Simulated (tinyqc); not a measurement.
Inside a calculation. Model: donor binding, ionisation and the Mott limit.

Program tinyqc, `OMP_NUM_THREADS=1 python tinyqc.py 2330025 2330026 out.jsonl`; Intel Xeon 2.30GHz, shared host, one thread, about 0.02 s. Printed values are rounded.

Hydrogenic donor: Ry = (m0 q^3/(8 eps0^2 h^2)) me/eps_r^2 in eV, E0 = cc Ry, radius a = q/(8 pi eps0 eps_r E0), Mott density Nm = (0.26/a)^3. Below Nm the level sinks as Ed = E0 [1 - (N/Nm)^(1/3)]. Neutrality: Nc F12(eta) = N/(1 + 2 exp(eta + Ed/kB T)), F12(x) = (2/sqrt(pi)) int_0^infinity sqrt(u)/(1 + exp(u - x)) du.

Inputs (values chosen for the exercise); band and dielectric values close to those of gallium phosphide:
```
symbol    value   unit                                                  meaning
T           200      K                                              temperature
eps_r        11                                           relative permittivity
me        0.295     m0  mass in the hydrogenic formula, set independently of Nc
Nc      9.69e18  cm^-3               conduction-band density of states at 200 K
cc          2.1          ratio of the true binding energy to the hydrogenic one
N        1.1e19  cm^-3                                            donor density
```

Constants: q = 1.602176634e-19 C, kB = 1.380649e-23 J/K, eps0 = 8.8541878128e-12 F/m, h = 6.62607015e-34 J s, m0 = 9.1093837015e-31 kg, Vt = kB T/q. Results are converted to the units shown.

Range of the model: A sharp level with degeneracy 2 overstates freeze-out near Nm, where the impurity band broadens and merges with the conduction band.

## Binding energy, radius and Mott density

The mean spacing of the donors is N^(-1/3).

Ry = 33.1709 meV
E0 = 69.6589 meV
a = 0.939621 nm
Nm = 2.11867e19 cm^-3
spacing over a = 4.78538
Ed = 13.6720 meV

## Ionisation

Solve the neutrality equation for eta. Boltzmann form: with k = (Nc/2) exp(-Ed/kB T) the ionised share is [-k + sqrt(k^2 + 4 k N)]/(2 N).

eta = -0.819216
ionised share = 33.9121 %
n = 3.73033e18 cm^-3
ionised share, Boltzmann form = 35.7727 %

With the level held at E0 the share would be 8.29 %.
